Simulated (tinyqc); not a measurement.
Comparisons within one model: thin (001) film in sp3s* tight binding with raised dangling bonds. A value that a table varies takes the place of the one given here.

Planes alternate anion (a), cation (c) along [001], a/4 apart, starting with an anion; zero in-plane momentum; levels counted from the bulk Ev, the lower root of [[Epa, Vxx], [Vxx, Epc]]; no spin-orbit coupling. Block of s, pz, s*: from an anion to the cation above, Vss/2 (s,s), Vsapc/2 (s,z), -Vscpa/2 (z,s), Vxx/2 (z,z), Vxapc/2 (s*,z), -Vpaxc/2 (z,s*); to the cation below the same with the s-z and s*-z signs reversed. Block of u = (px + py)/sqrt2 and v = (px - py)/sqrt2: to the cation above (Vxx + Vxy)/2 for u and (Vxx - Vxy)/2 for v, to the cation below the reverse. Each surface atom has two dangling sp3 hybrids; raising both by dl adds (dl/2) [[1, t], [t, 1]] to its s, pz levels (t = -1 at the bottom face, +1 at the top) and dl to the one of u, v in whose plane the missing bonds lie (v for a bottom anion or a top cation, u for a top anion).

Inputs chosen for the exercise (near a published set for Si, fitted to gaps, whose masses and valley positions are rough; shifted at random, so the results belong to these values and not to a real crystal): p = (-4.209, 1.715, -4.209, 1.715, 6.681, 6.681, -8.295, 1.709, 4.577, 5.707, 5.707, 5.394, 5.394) eV (order Esa, Epa, Esc, Epc, Exa, Exc, Vss, Vxx, Vxy, Vsapc, Vscpa, Vxapc, Vpaxc); Nw = 23 (planes in the thicker film); a = 5.428 angstrom (lattice constant); dp = 30 eV (value of dl for the passivated films); Ns = (8, 10, 15, 20, 24, 32, 49, 69) (numbers of planes); N0 = 8 (first number of planes).

## States in the gap of a film

edges (eV): Gamma 3.41800, Delta 1.13587

Levels between 0 and the lower bulk edge, the largest weight on the two outer planes of both faces among them, and the nearest levels outside, for several shifts dl.

Film of Nw planes:

| dl (eV) | levels in the gap | at (eV) | surface weight | next above (eV) | next below (eV) |
|---|---|---|---|---|---|
| 0 | 2 | 0.252, 0.295 | 0.72 | 1.1859 | -0.0876 |
| 1 | 2 | 0.726, 0.737 | 0.81 | 1.1866 | -0.0850 |
| 2 | 1 | 1.136 | 0.34 | 1.1582 | -0.0834 |
| 3 | 0 | - | - | 1.1745 | -0.0823 |
| 5 | 0 | - | - | 1.1799 | -0.0811 |
| 10 | 0 | - | - | 1.1817 | -0.0796 |
| 30 | 0 | - | - | 1.1825 | -0.0782 |
| 100 | 0 | - | - | 1.1827 | -0.0776 |

Can the levels of the bare film be read as confined subbands?

No: with bare surfaces (dl = 0) 2 levels lie in the bulk gap, with up to 72 % of the weight on the four outer planes, two a face, where an even spread gives 17 %; these are dangling-bond states, not subbands. The reruns show the bulk gap clear from dl = 3 eV on, and at dl = 30 eV the next level above lies -0.2 meV from its value at 100 eV.

## Gap against thickness

Passivated films (finite dp, so levels can still be some meV from their limit), thickness N a/4. Highest level below mid-gap (either block) and the two lowest above it. The exponents are -d ln(shift)/d ln N between the sixth and the last film, for the valence level and for the mean of the two conduction levels.

Levels (eV):

| N | thickness (angstrom) | Ev1 | Ec1 | Ec2 | gap |
|---|---|---|---|---|---|
| 8 | 10.86 | -0.3567 | 1.4326 | 1.5151 | 1.7893 |
| 10 | 13.57 | -0.2632 | 1.3563 | 1.3667 | 1.6195 |
| 15 | 20.36 | -0.1628 | 1.2406 | 1.2463 | 1.4034 |
| 20 | 27.14 | -0.0906 | 1.1956 | 1.2015 | 1.2863 |
| 24 | 32.57 | -0.0667 | 1.1789 | 1.1814 | 1.2456 |
| 32 | 43.42 | -0.0404 | 1.1609 | 1.1616 | 1.2013 |
| 49 | 66.49 | -0.0195 | 1.1467 | 1.1472 | 1.1662 |
| 69 | 93.63 | -0.0101 | 1.1414 | 1.1416 | 1.1516 |

exponents: valence 1.80, conduction 1.96

The gap is 1.789 eV at 10.9 angstrom and 1.152 eV at 93.6, against 1.136 eV in the bulk along this line. At 20 planes the conduction side gives 60 meV of the widening and the valence side 91 meV. A hard-walled parabolic band has exponent 2; departures come from the offset between N a/4 and the effective width, from non-parabolicity and from the termination (odd and even N end differently: in the direction of the bond rows at the two faces and, in a compound, in the kind of atom), which also makes single steps in N uneven. Ec1 and Ec2 are the doublet of the two Delta valleys along the normal.

## Valley splitting plane by plane

kz of the minimum = 0.73252 2 pi/a

Ten passivated films from N0 planes on; the phase is N pi k0/2 modulo pi, k0 the position of the bulk minimum.

Lowest doublet:

| N | phase/pi | mean shift (meV) | splitting (meV) |
|---|---|---|---|
| 8 | 0.930 | 338.00 | 82.508 |
| 9 | 0.296 | 273.99 | 55.950 |
| 10 | 0.663 | 225.64 | 10.430 |
| 11 | 0.029 | 191.59 | 39.530 |
| 12 | 0.395 | 162.65 | 19.061 |
| 13 | 0.761 | 140.35 | 12.259 |
| 14 | 0.128 | 122.88 | 20.764 |
| 15 | 0.494 | 107.59 | 5.729 |
| 16 | 0.860 | 95.55 | 10.321 |
| 17 | 0.226 | 85.37 | 11.187 |

The splitting ranges from 5.73 meV (N = 15) to 82.51 meV (N = 8), while the mean shift goes from 338 to 85 meV and falls steadily. The splitting changes direction 5 times in these ten films, and one plane more changes it by up to 45.52 meV: it hangs on the phase between the two faces, which is why atomic steps matter.

## What each change does

A film of Nw planes with shift dp: highest level below mid-gap (half the lower bulk edge) and the two lowest above. Each row changes one parameter from the base and keeps the others.

Results:

| case | Ev1 (eV) | Ec1 (eV) | Ec2 (eV) |
|---|---|---|---|
| base | -0.0782 | 1.1825 | 1.1853 |
| Nw = 24 | -0.0667 | 1.1789 | 1.1814 |
| dp = 60 eV | -0.0778 | 1.1827 | 1.1853 |

The largest shifts from the base row, up to three for each result and ties (the steps differ in size, so this ranks the rows, not the parameters). Ev1 (eV): Nw +0.0115, dp +0.0004. Ec1 (eV): Nw -0.0036, dp +0.0002. Ec2 (eV): Nw -0.0039; unchanged at the printed digits by dp. An odd change of Nw also changes which atoms end the film, so levels need not move as thickness alone would move them; the row for dp shows how far the passivation is from converged.

Program tinyqc; command `OMP_NUM_THREADS=1 python tinyqc.py 1482540 1482541 out.jsonl`; about 0.4 s on one thread of a shared Intel(R) Xeon(R) Processor @ 2.30GHz.
